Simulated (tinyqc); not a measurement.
sp3s* tight binding: one step. The Hamiltonian without spin-orbit coupling.

sp3s* tight binding, nearest neighbours only: anion (a) at 0, cation (c) at a/4 (1,1,1), orbitals s, px, py, pz, s* on each; k in units of 2 pi/a. With phases e_j = exp(i (pi/2) k.n_j) for n = (1,1,1), (1,-1,-1), (-1,1,-1), (-1,-1,1): g0 = (e1+e2+e3+e4)/4, g1 = (e1+e2-e3-e4)/4, g2 = (e1-e2+e3-e4)/4, g3 = (e1-e2-e3+e4)/4. The diagonal holds the levels Esa, Epa, Exa (s*) and Esc, Epc, Exc. Anion-cation block: <sa|sc> = Vss g0; <sa|xc> = Vsapc g1; <xa|sc> = -Vscpa g1; <xa|xc> = Vxx g0; <xa|yc> = <ya|xc> = Vxy g3, <xa|zc> = <za|xc> = Vxy g2, <ya|zc> = <za|yc> = Vxy g1; <s*a|xc> = Vxapc g1; <xa|s*c> = -Vpaxc g1; y and z take g2 and g3 in place of g1; s-s* and s*-s* vanish.

Parameters, chosen for this exercise (near a published set for diamond, fitted to gaps, whose masses and valley positions are rough; spin-orbit coupling, where it is added without a refit, lifts the valence top and shrinks all gaps by about a third of the splitting; not measured data): Esa = -4.479 eV (s level of the anion); Epa = 3.893 eV (p level of the anion); Esc = -4.479 eV (s level of the cation); Epc = 3.893 eV (p level of the cation); Exa = 11.427 eV (s* level of the anion); Exc = 11.427 eV (s* level of the cation); Vss = -22.417 eV (s-s); Vxx = 3.86 eV (px-px); Vxy = 11.77 eV (px-py); Vsapc = 15.411 eV (s anion, p cation); Vscpa = 15.411 eV (s cation, p anion); Vxapc = 8.225 eV (s* anion, p cation); Vpaxc = 8.225 eV (p anion, s* cation).

g0, g1, g2, g3: 0.4396798-0.2739260i  -0.3207261+0.3755221i  -0.3207261+0.3755221i  -0.3207261+0.3755221i

Question. Fill in the 10 x 10 matrix.

Give: H(k).

Answer.

H(k) (eV):
```
                  sa               xa               ya               za              s*a               sc
sa           -4.4790                0                0                0                0  -9.8563+6.1406i
xa                 0           3.8930                0                0                0   4.9427-5.7872i
ya                 0                0           3.8930                0                0   4.9427-5.7872i
za                 0                0                0           3.8930                0   4.9427-5.7872i
s*a                0                0                0                0          11.4270                0
sc   -9.8563-6.1406i   4.9427+5.7872i   4.9427+5.7872i   4.9427+5.7872i                0          -4.4790
xc   -4.9427-5.7872i   1.6972+1.0574i  -3.7749-4.4199i  -3.7749-4.4199i  -2.6380-3.0887i                0
yc   -4.9427-5.7872i  -3.7749-4.4199i   1.6972+1.0574i  -3.7749-4.4199i  -2.6380-3.0887i                0
zc   -4.9427-5.7872i  -3.7749-4.4199i  -3.7749-4.4199i   1.6972+1.0574i  -2.6380-3.0887i                0
s*c                0   2.6380+3.0887i   2.6380+3.0887i   2.6380+3.0887i                0                0

                  xc               yc               zc             s*c
sa   -4.9427+5.7872i  -4.9427+5.7872i  -4.9427+5.7872i               0
xa    1.6972-1.0574i  -3.7749+4.4199i  -3.7749+4.4199i  2.6380-3.0887i
ya   -3.7749+4.4199i   1.6972-1.0574i  -3.7749+4.4199i  2.6380-3.0887i
za   -3.7749+4.4199i  -3.7749+4.4199i   1.6972-1.0574i  2.6380-3.0887i
s*a  -2.6380+3.0887i  -2.6380+3.0887i  -2.6380+3.0887i               0
sc                 0                0                0               0
xc            3.8930                0                0               0
yc                 0           3.8930                0               0
zc                 0                0           3.8930               0
s*c                0                0                0         11.4270
```

(tinyqc, `OMP_NUM_THREADS=1 python tinyqc.py 1481885 1481886 out.jsonl`, Intel(R) Xeon(R) Processor @ 2.30GHz, 1 thread, shared host, about 0.2 s.)
